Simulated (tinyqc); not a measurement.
Fermi-level pinning from two metals.

Question. Cowley-Sze model with the space charge neglected: phiB = S (phiM - chi) + (1 - S)(Eg - phi0), S = 1/(1 + q Dit dl/(eps0 ei)), dl in cm. Find S, phi0 and Dit.

Inputs (values chosen for the exercise); band and dielectric values close to those of silicon:
- Eg = 1.1 eV (band gap)
- chi = 4.07 eV (electron affinity)
- dl = 0.4 nm (thickness of the interfacial layer)
- ei = 1 (relative permittivity of the interfacial layer)

Constants: q = 1.602176634e-19 C, eps0 = 8.8541878128e-14 F/cm where lengths are in cm. Results are converted to the units shown.

barriers for metals with phiM = 4.4 and 5.14 eV (eV): 0.48240087  0.62883958

Solution. S is the slope of phiB against phiM; either barrier then gives phi0, and S gives Dit.

S = 0.1979
phi0 = 0.5800 eV
Dit = 5.600e13 cm^-2 eV^-1

tinyqc, about 0.06 s, one thread, Intel Xeon 2.30GHz (shared host): `OMP_NUM_THREADS=1 python tinyqc.py 2020026 2020027 out.jsonl`
